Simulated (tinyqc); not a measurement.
Force balance against energy balance: elastic strain and critical thickness of a cubic alloy layer A(1-x)B(x) on a thick substrate. Computed by tinyqc, a small Python program. Command: `OMP_NUM_THREADS=1 python tinyqc.py 3008996 3008997 out.jsonl misfit walk`. One thread of a shared host (Intel(R) Xeon(R) Processor @ 2.30GHz), about 0.01 s of CPU time with the checks.

Strain is positive in tension. The layer is coherent with the substrate unless said otherwise.

Inputs (values chosen for the exercise, modelled on In(1-x)Ga(x)P on GaAs): fraction x of B = 0.19; lattice constant a_A = 5.869 angstrom; lattice constant a_B = 5.451 angstrom; substrate lattice constant a_S = 5.653 angstrom.

Growth plane: (111). Layer: buried under a thick cap. Misfit dislocation: 60-degree.

C11, C12, C44 of A (GPa): [99.58, 55.71, 44.73]

C11, C12, C44 of B (GPa): [139.3, 63.15, 71.54]

Method:
- a = (1 - x) a_A + x a_B, the same rule for each C_ij; misfit f = (a_S - a)/a, the in-plane strain of the coherent layer.
- Voigt averages: G = (C11 - C12 + 3 C44)/5, B = (C11 + 2 C12)/3, nu = (3 B - 2 G)/(2 (3 B + G)); b = a/sqrt(2). The 60-degree dislocation has cos alpha = 1/2, and cos lambda = sqrt(3)/6 on (111), for glide on an inclined {111} plane.
- Matthews-Blakeslee: h_c = A [ln(h_c/b) + 1], A = b (1 - nu cos^2 alpha)/(4 pi |f| (1 + nu) cos lambda), the factor 4 pi being that of a buried layer, with a dislocation at both interfaces.
- People-Bean: h_c = P ln(h_c/b), P = (1 - nu)/(1 + nu) b^2/(16 pi sqrt(2) a f^2). The misfit is scaled by 0.25, 0.4, 0.6, 1, 1.5, 2.2 at fixed a, b and nu; the upper root is taken, and rows with A < 1.3 b or P < 3 b, where the roots shrink to the core size or vanish, are left out.

misfit f = -0.0235907

prefactor A = 3.50898 nm

Poisson ratio nu = 0.270955

Burgers vector b = 0.409385 nm

free lattice constant a = 5.78958 angstrom

Critical thickness:
```
|f| (%)  Matthews-Blakeslee (nm)  People-Bean (nm)   ratio
0.5898                    89.680            473.71  5.2822
0.9436                    51.119            155.89  3.0494
1.4154                    31.190             57.69  1.8497
2.3591                    16.474             15.16  0.9202
3.5386                     9.758              4.45  0.4562
```

The exponents d ln h_c/d ln f are -1.20 and -2.36 between the first rows, steeper than the -1 and -2 of the prefactors because of the logarithm. The ratio falls from 5.28 to 0.456 as the misfit grows, so the two criteria cross. Where People-Bean lies above, a layer between the lines is metastable: dislocations would lower the energy but have to be nucleated; where it falls below, it is out of its range. People-Bean has no form for a buried layer. Above about 2 % misfit islands may come first.

Extremes, crossings and ranges named in words are read from the listed rows.
